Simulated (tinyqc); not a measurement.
Stability and critical current from long pulses.

Problem. For long pulses a magnetic tunnel junction switches at I = Ic0 [1 - ln(tp/t0)/Delta]. Find Ic0 and Delta.

Parameters, values chosen for the exercise: attempt time t0 = 1 ns.

switching current for pulses of 0.0001 and 0.01 s (uA): [21.096779, 18.106569]

Solution. I is linear in ln tp: it equals Ic0 at tp = t0, and the slope is -Ic0/Delta.

Ic0 = 28.6 uA
Delta = 44.0

Numbers from tinyqc (`OMP_NUM_THREADS=1 python tinyqc.py 2450016 2450017 out.jsonl`; about 0.01 s on one thread of a shared Intel Xeon 2.30GHz).
